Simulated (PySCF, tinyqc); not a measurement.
CIS and TDHF on RHF in the sto-3g basis, for H4, spin multiplicity 1, step by step. The lowest restricted solution is unstable here: a spin-polarised one lies 0.0259 hartree lower (PySCF). One step of it, computed by the program tinyqc.

Task: CIS matrix, triplets. A(ia,jb) = (e_a - e_i) d_ij d_ab - (ij|ab).

orbital energies (hartree): MO1 -0.489563, MO2 -0.346775, MO3 0.202563, MO4 0.492053

Two-electron integrals over orbitals (pq|rs), unique and non-zero (hartree):
```
(11|11) 0.425795    (21|21) 0.168144    (22|11) 0.388642    (22|22) 0.401432
(31|11) -0.063773   (31|22) 0.010120    (31|31) 0.112393    (32|21) 0.081988
(32|32) 0.129025    (33|11) 0.392872    (33|22) 0.398528    (33|31) 0.002866
(33|33) 0.412595    (41|21) 0.033090    (41|32) -0.075480   (41|41) 0.101510
(42|11) 0.067761    (42|22) -0.001347   (42|31) -0.109364   (42|33) -0.004015
(42|42) 0.114075    (43|21) -0.166445   (43|32) -0.085065   (43|41) -0.031739
(43|43) 0.177282    (44|11) 0.444007    (44|22) 0.407981    (44|31) -0.067050
(44|33) 0.418163    (44|42) 0.073233    (44|44) 0.480986
```

Give: CIS matrix A, triplet.

Result:

CIS matrix A, triplet (hartree), lower triangle:
```
        1>3     1>4     2>3     2>4
1>3  0.2993
1>4  0.0000  0.5376
2>3  0.0000  0.1664  0.1508
2>4  0.1664  0.0000  0.0000  0.4308
```
